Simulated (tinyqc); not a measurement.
# From theta back to characteristic temperature T_c

Model: space-charge-limited current through a thin insulating or semi-insulating film with traps. Computed by tinyqc, a small Python program. Command: `OMP_NUM_THREADS=1 python tinyqc.py 3028665 3028666 out.jsonl sclc inv`. One thread of a shared host (Intel(R) Xeon(R) Processor @ 2.30GHz), about 0.01 s of CPU time with the checks.

One ohmic injecting contact at x = 0 (field zero), drift only, non-degenerate free carriers.

Inputs (values chosen for the exercise, modelled on semi-insulating GaN):

| quantity | value | unit |
|---|---|---|
| permittivity eps | 9.7 | - |
| effective density of states N_c | 2.4e+18 | 1/cm^3 |
| trap density N_t | 1e+16 | 1/cm^3 |
| equilibrium Fermi level below the band edge, E_0 | 0.63 | eV |
| thickness d | 930 | nm |
| free density at the anode, in units of N_c | 8.2e-08 | - |
| temperature T | 400 | K |

Traps: exponential tail.

Constants: k_B = 8.617333262e-05 eV/K; e = 1.602176634e-19 C; eps_0 = 8.8541878128e-12 F/m.

Method. Free density n_0 = N_c exp(-E_0/k_B T) in equilibrium; trapped density n_t(n) = N_t (n/N_c)^(T/T_c) (the low-temperature form). theta = n/(n + n_t) at the anode density; trap-filled-limit voltage V_TFL = e (N_t - n_t(n_0)) d^2/(2 eps eps_0).

Question. A run gave the result below. Find the characteristic temperature T_c, known to lie between 1100 and 1900 K.

theta = 0.001873236

Answer.

Each step takes the trial c = (a f_b - b f_a)/(f_b - f_a), f being the result less the target and a, b, c the logarithms of the listed values; c replaces end b, the old b replaces a if the sign of f changed, and otherwise f_a is halved.

Scan of the range:

| characteristic temperature T_c (K) | theta |
|---|---|
| 1100 | 0.00737236 |
| 1200 | 0.00450946 |
| 1320 | 0.00275522 |
| 1450 | 0.00177038 |
| 1580 | 0.00122311 |
| 1730 | 0.00085522 |
| 1900 | 0.00061036 |

False position (Illinois rule, in the logarithm of the input) inside the bracket:

| step | end a | end b | trial | theta |
|---|---|---|---|---|
| 1 | 1320.00 | 1450.00 | 1435.84 | 0.00185056 |
| 2 | 1320.00 | 1435.84 | 1429.95 | 0.00188550 |
| 3 | 1435.84 | 1429.95 | 1432.02 | 0.00187315 |
| 4 | 1429.95 | 1432.02 | 1432.00 | 0.00187324 |
| 5 | 1429.95 | 1432.00 | 1432.00 | 0.00187324 |
| 6 | 1432.00 | 1432.00 | 1432.00 | 0.00187324 |

Theta falls at every point of a 13-point scan of the range (every second point is shown), so one value fits; it is bracketed by 1320 and 1450. Answer: characteristic temperature T_c = 1432 K.
